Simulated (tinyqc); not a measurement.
Dielectric surroundings: exciton in an atomically thin sheet (Rytova-Keldysh potential).

Relative motion in the plane with V(k) = -2 pi q/(k (kap + r0 k)), q = e^2/(4 pi eps0), c = hbar^2/2m0. Normalised Gaussians exp(-a_i r^2): with A = a_i + a_j, S_ij = 2 sqrt(a_i a_j)/A, T_ij = (4c/mu)(a_i a_j/A) S_ij, V_ij = -q S_ij times the integral over k from 0 to infinity of exp(-k^2/4A)/(kap + r0 k).

Converged values use 20 Gaussians with exponents 2^i/b^2, i = -11 to 8, b the larger of a0 kap/(2 mu) and sqrt(a0 r0/mu), a0 = 0.5291772 angstrom; p states use r exp(i theta) exp(-a r^2).

Constants: hbar^2/2m0 = 3.80998211 eV angstrom^2; e^2/(4 pi eps0) = 14.39964547 eV angstrom; Ry = 13.60569312 eV.

Parameters, chosen for this exercise (out of a larger set: near those of a WSe2 monolayer; not measured data): r0 = 43.2 angstrom (screening length of the sheet); kaps = (1, 2, 3, 4, 6, 9, 15) (surroundings).

mu = 0.192038 m0

Converged 1s and 2s bindings; the hydrogen value is 4 Ry mu/kap^2.

Bindings (meV):

| kap | 1s | 2s | 2s line - 1s line | hydrogen 1s | 1s/2s |
|---|---|---|---|---|---|
| 1.00 | 501.8 | 225.2 | 276.6 | 10451 | 2.23 |
| 2.00 | 324.1 | 110.6 | 213.5 | 2613 | 2.93 |
| 3.00 | 235.6 | 66.0 | 169.6 | 1161 | 3.57 |
| 4.00 | 181.4 | 43.7 | 137.6 | 653 | 4.15 |
| 6.00 | 118.4 | 23.2 | 95.2 | 290 | 5.11 |
| 9.00 | 71.7 | 11.7 | 60.0 | 129 | 6.15 |
| 15.0 | 34.1 | 4.6 | 29.4 | 46 | 7.34 |

What can be read from this table?

The 1s binding falls by a factor 14.7 where the hydrogen model gives 225; the local exponent d ln E/d ln kap moves from -0.63 to -1.46, towards -2. The ratio 1s/2s climbs from 2.2 to 7.3, towards the hydrogen value 9, as r0/kap shrinks from 43.2 to 2.9 angstrom.

Run: tinyqc, `OMP_NUM_THREADS=1 python tinyqc.py 1280657 1280658 out.jsonl`; Intel(R) Xeon(R) Processor @ 2.30GHz, one thread, shared host; about 0.02 s of CPU time with all checks.
